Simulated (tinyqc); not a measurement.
What moves the results: six-band Luttinger-Kohn model with strain. A value that a table varies takes the place of the one given here.

Six-band Luttinger-Kohn model in the basis |3/2,3/2>, |3/2,1/2>, |3/2,-1/2>, |3/2,-3/2>, |1/2,1/2>, |1/2,-1/2>, electron energies, zero at the top of the unstrained valence band. H = -[rows: (P+Q, -S, R, 0, -S/r2, r2 R); (-S*, P-Q, 0, R, -r2 Q, r32 S); (R*, 0, P-Q, S, r32 S*, r2 Q); (0, R*, S*, P+Q, -r2 R*, -S*/r2); (-S*/r2, -r2 Q, r32 S, -r2 R, P+Dso, 0); (r2 R*, r32 S*, r2 Q, -S/r2, 0, P+Dso)], r2 = sqrt(2), r32 = sqrt(3/2). Levels are twofold.

P = c g1 k^2 - av tr(e); Q = c g2 (kx^2 + ky^2 - 2 kz^2) - (b/2)(exx + eyy - 2 ezz); R = c sqrt3 [-g2 (kx^2 - ky^2) + 2i g3 kx ky] + (sqrt3/2) b (exx - eyy) - i d exy; S = 2 c sqrt3 g3 (kx - i ky) kz - d (exz - i eyz); c = hbar^2/2m0, e the strain tensor (not engineering shear).

s11 = (C11 + C12)/((C11 - C12)(C11 + 2 C12)), s12 = -C12/((C11 - C12)(C11 + 2 C12)), s44 = 1/C44; exx = s11 sxx + s12 (syy + szz) and cyclic, exy = s44 sxy/2; tension is positive. A uniaxial stress X along the unit vector n is s_ij = X n_i n_j.

Constants: hbar^2/2m0 = 3.80998211 eV angstrom^2.

Parameters, chosen for this exercise (near those of Ge; not measured data): Dso = 0.289 eV (spin-orbit splitting); g1 = 13.4 (Luttinger gamma1); g2 = 4.25 (gamma2); g3 = 5.69 (gamma3); av = 1.24 eV (valence hydrostatic potential); b = -2.51 eV (tetragonal shear potential); d = -5.45 eV (trigonal shear potential); C11 = 126.7 GPa; C12 = 46.9 GPa; C44 = 66.2 GPa; load = biaxial (001) (kind of stress); X1 = 1.5 GPa (size of the stress); E_h = 40 meV (hole energy below the top); X = 1.77 GPa (stress).

## Sweep of a biaxial (001) stress

Edges at k = 0 and curvature masses of the top pair along [110] and [001] (step 0.0002 1/angstrom); at zero stress the top is fourfold and has no single curvature.

Edges and masses:

| X (GPa) | top (eV) | second (eV) | third (eV) | splitting (meV) | m [110] | m [001] |
|---|---|---|---|---|---|---|
| -1.50 | 0.0303 | -0.0469 | -0.3231 | 77.2 | 0.057 | 0.204 |
| -1.00 | 0.0202 | -0.0352 | -0.3077 | 55.4 | 0.057 | 0.204 |
| -0.50 | 0.0101 | -0.0196 | -0.2964 | 29.7 | 0.057 | 0.204 |
| 0.00 | 0.0000 | 0.0000 | -0.2890 | 0.0 | - | - |
| 0.50 | 0.0230 | -0.0101 | -0.2850 | 33.1 | 0.120 | 0.042 |
| 1.00 | 0.0488 | -0.0202 | -0.2838 | 69.0 | 0.131 | 0.040 |
| 1.50 | 0.0768 | -0.0303 | -0.2849 | 107.1 | 0.141 | 0.038 |

How do the results move?

The splitting reaches 77.2 meV under compression and 107.1 meV under the same tension; linear shear terms alone would make the two equal, and the difference comes from the coupling to the split-off band. At the ends of the sweep the top pair has a mass along [110] of 0.057 under compression and 0.141 under tension, so compression gives the lighter holes along [110]; along [001] it has 0.204 and 0.038. The top edge itself moves by +30 and +77 meV.

## Which stress helps holes along [110]

Each load has size X1 (biaxial: sxx = syy); masses are curvatures of the top pair at k = 0.

Results:

| load | splitting (meV) | top edge (meV) | m [110] | m [001] |
|---|---|---|---|---|
| uniaxial [110], compression | 86.0 | 39.1 | 0.035 | 0.145 |
| uniaxial [110], tension | 67.0 | 47.7 | 0.315 | 0.051 |
| uniaxial [100], compression | 107.1 | 51.5 | 0.060 | 0.141 |
| uniaxial [100], tension | 77.2 | 55.6 | 0.089 | 0.057 |
| uniaxial [111], compression | 78.9 | 34.9 | 0.047 | 0.075 |
| uniaxial [111], tension | 61.6 | 44.1 | 0.130 | 0.075 |
| biaxial (001), compression | 77.2 | 30.3 | 0.057 | 0.204 |
| biaxial (001), tension | 107.1 | 76.8 | 0.141 | 0.038 |

What can be read from the table?

The lightest mass along [110] (0.035) comes with uniaxial [110], compression. The largest splitting (107.1 meV) comes with uniaxial [100], compression; biaxial (001), tension. The heaviest mass along [001] (0.204), which lowers the confinement energy in a (001) channel, comes with biaxial (001), compression. The splitting per GPa follows b (s11 - s12) for loads along cube axes and d s44 for [111]: here 2 |b| (s11 - s12) = 62.9 and |d| s44/sqrt3 = 47.5 meV per GPa in the limit of large Dso; where the splitting nears Dso, mixing with the split-off band makes it depend on the sign of the load.

## Warping of the constant-energy contours (six-band Luttinger-Kohn model)

No strain (e = 0). In the plane kz = 0, |k| where the top and second pairs lie E_h below the top, against the angle from [100]; m = c k^2/E_h.

Contours:

| angle (degrees) | k top (1/angstrom) | k second (1/angstrom) | m top (m0) | m second (m0) |
|---|---|---|---|---|
| 0 | 0.0463 | 0.0224 | 0.204 | 0.048 |
| 9 | 0.0475 | 0.0223 | 0.215 | 0.047 |
| 18 | 0.0510 | 0.0221 | 0.248 | 0.046 |
| 27 | 0.0569 | 0.0218 | 0.308 | 0.045 |
| 36 | 0.0641 | 0.0216 | 0.391 | 0.044 |
| 45 | 0.0681 | 0.0215 | 0.442 | 0.044 |

What can be read from the table?

The heavy contour reaches 1.471 times as far along [110] as along [100], the light one 0.960 times. The warping follows g3 - g2 = 1.44 and would vanish for g2 = g3. Along [100] the heavy mass is 1/(g1 - 2 g2) = 0.204 at any energy, while the light one is 0.0479, against 1/(g1 + 2 g2) = 0.0457 at the edge, for E_h/Dso = 0.14.

## What each parameter does

Edges at k = 0 under a biaxial (001) stress X and the curvature mass of the top pair along [110] (step 0.0002 1/angstrom). Each row changes one parameter from the base and keeps the others.

Results:

| case | top (eV) | second (eV) | third (eV) | mass (m0) |
|---|---|---|---|---|
| base | 0.0927 | -0.0358 | -0.2862 | 0.146 |
| C12 = 56.28 GPa | 0.1028 | -0.0447 | -0.2920 | 0.150 |
| Dso = 0.231 eV | 0.0958 | -0.0358 | -0.2313 | 0.153 |
| C11 = 152.04 GPa | 0.0706 | -0.0244 | -0.2816 | 0.138 |
| g2 = 3.4 | 0.0927 | -0.0358 | -0.2862 | 0.123 |
| X = 2.124 GPa | 0.1142 | -0.0429 | -0.2886 | 0.152 |
| d = -4.36 eV | 0.0927 | -0.0358 | -0.2862 | 0.146 |
| C44 = 52.96 GPa | 0.0927 | -0.0358 | -0.2862 | 0.146 |

What can be read from the table?

The largest shifts from the base row, up to three for each result and ties (the steps differ in size, so this ranks the rows, not the parameters). top (eV): C11 -0.0222, X +0.0215, C12 +0.0100; unchanged at the printed digits by g2, d and C44. second (eV): C11 +0.0114, C12 -0.0090, X -0.0072; unchanged at the printed digits by Dso, g2, d and C44. third (eV): Dso +0.0549, C12 -0.0057, C11 +0.0046; unchanged at the printed digits by g2, d and C44. mass (m0): g2 -0.023, C11 -0.008, Dso +0.007; unchanged at the printed digits by d and C44. The Luttinger parameters multiply k^2 and cannot move the edges; av shifts all edges alike and leaves the mass.

Run: tinyqc, `OMP_NUM_THREADS=1 python tinyqc.py 1080315 1080316 out.jsonl`; Intel(R) Xeon(R) Processor @ 2.30GHz, one thread, shared host; about 0.07 s of CPU time with all checks.
